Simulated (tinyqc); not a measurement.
Inside a calculation: band edges of strained Si(1-x)Ge(x) on relaxed Si(1-y)Ge(y). Values are carried at full precision from step to step, so a last printed digit may differ when a step is redone from the rounded ones.

Values are linear in the Ge fraction but for ED(x) = linear - CD x (1 - x) and a(x) = linear - Ca x (1 - x). Energies are on the common scale of Ev.

Parameters, chosen for this exercise (end members near Si and Ge, in this order; the results hold for these values, not for the real material):
```
symbol  value           unit      meaning
a       (5.437, 5.659)  angstrom  lattice constant
Dso     (0.045, 0.294)  eV        spin-orbit splitting
av      (2.49, 1.23)    eV        valence hydrostatic potential
b       (-2.07, -2.56)  eV        tetragonal shear potential
d       (-4.74, -5.27)  eV        trigonal shear potential
C11     (164.1, 129.4)  GPa
C12     (64.6, 49)      GPa
C44     (79.2, 66.2)    GPa
Ev      (0, 0.7)        eV        top of the unstrained valence band
ED      (1.17, 0.949)   eV        gap to the Delta valleys
EL      (1.999, 0.728)  eV        gap to the L valleys
aD      (1.72, 1.27)    eV        hydrostatic potential of the Delta gap
aL      (-2.97, -2.91)  eV        hydrostatic potential of the L gap
XuD     (9.37, 9.57)    eV        uniaxial potential, Delta
XuL     (16.63, 15.32)  eV        uniaxial potential, L
CD      0.178           eV        bowing of the Delta gap
Ca      0               angstrom  bowing of the lattice constant
x       0.43                      Ge fraction of the layer
y       0                         Ge fraction of the relaxed buffer
face    110                       growth face
```

## Values of the layer and the buffer

Interpolate at x and at y.

Interpolated values (a in angstrom, C11, C12, C44 in GPa, all else in eV):
```
symbol,layer,buffer
a,5.5325,5.4370
Dso,0.1521,0.0450
av,1.9482,2.4900
b,-2.2807,-2.0700
d,-4.9679,-4.7400
C11,149.1790,164.1000
C12,57.8920,64.6000
C44,73.6100,79.2000
Ev,0.3010,0.0000
ED,1.0313,1.1700
EL,1.4525,1.9990
aD,1.5265,1.7200
aL,-2.9442,-2.9700
XuD,9.4560,9.3700
XuL,16.0667,16.6300
```

## Strain of the layer on a (110) buffer

Coherent growth on a (110) face: e_par = (a(y) - a(x))/a(x), e_perp = -(C11 + 3 C12 - 2 C44)/(C11 + C12 + 2 C44) e_par; exx = eyy = (e_par + e_perp)/2, ezz = e_par, exy = (e_perp - e_par)/2, eyz = ezx = 0.

Use the elastic constants of the layer.

e_par = -0.017255
e_perp = 0.008554

strain tensor in the cubic axes:
```
,x,y,z
x,-0.004350,0.012904,0.000000
y,0.012904,-0.004350,0.000000
z,0.000000,0.000000,-0.017255
```

The layer is under compression in the plane; its volume changes by -2.596 %.

## Conduction valleys of the layer

A valley with unit axis u lies at Ev + gap + (av + a_valley) tr(e) + Xu (u.e.u - tr(e)/3); the Delta axes are x, y, z and the L axes [111], [1-1-1], [-11-1], [-1-11]. The second-order shift of the Delta valleys under shear is left out; it lowers the pair normal to the sheared plane by tens of meV at a shear of 1 %.

Give the hydrostatic shifts, the uniaxial shifts and the edges.

hydrostatic shifts of Delta and L (eV): -0.0902  0.0259

uniaxial shifts (eV): Delta x 0.0407, Delta y 0.0407, Delta z -0.0813, L [111] 0.1382, L [1-1-1] -0.1382, L [-11-1] -0.1382, L [-1-11] 0.1382

valley edges (eV): Delta x 1.2828, Delta y 1.2828, Delta z 1.1608, L [111] 1.9175, L [1-1-1] 1.6411, L [-11-1] 1.6411, L [-1-11] 1.9175

The lowest set is Delta2 (the digit counts whole valleys) at 1.1608 eV; the Delta valleys spread over 122 meV and the L valleys over 276 meV.

## Valence edges of the layer

Valence edges: Ev plus the levels of the 6 x 6 matrix of X, Y, Z times spin with -Dso/3 + l exx + m (eyy + ezz) on the diagonal (cyclic), n exy off it, l = av + 2 b, m = av - b, n = sqrt(3) d. Spin-orbit term (Dso/3) L.sigma on X, Y, Z with (L_k)_ij = -i epsilon_kij: <X+|H|Y+> = -i Dso/3, <X+|H|Z-> = Dso/3, <Y+|H|Z-> = -i Dso/3, <Z+|H|X-> = -Dso/3, <Z+|H|Y-> = i Dso/3, <X-|H|Y-> = i Dso/3, and their conjugates; + and - are the spin along z.

Give the strain block and the three twofold edges.

strain block (eV), lower triangle:
```
,X,Y,Z
X,-0.0800
Y,-0.1110,-0.0800
Z,0,0,0.0083
```

edges from the top (eV): 0.3222  0.2452  0.0318

The top two edges are split by 77 meV.

## Gap and offsets against the buffer

Buffer: Ev(y) and Ec = Ev(y) + min(ED, EL). dEc = Ec(buffer) - Ec(layer), dEv = Ev(layer) - Ev(buffer); positive values confine the carrier in the layer; type I if both have one sign.

gap of the strained layer = 0.8386 eV
gap of the buffer = 1.1700 eV
dEc = 0.0092 eV
dEv = 0.3222 eV

Type I: electrons collect in the layer (9 meV) and holes in the layer (322 meV). The relaxed layer would have a gap of 1.031 eV, so strain has moved it by -193 meV. An offset this small is within the spread of published parameter sets, so the type is not settled by this model.

## Checks

- Mean of the three Delta edges against the hydrostatic shift alone (eV): both 1.24216.

tinyqc: `OMP_NUM_THREADS=1 python tinyqc.py 1081527 1081528 out.jsonl`; about 0.01 s, one thread, shared Intel(R) Xeon(R) Processor @ 2.30GHz.
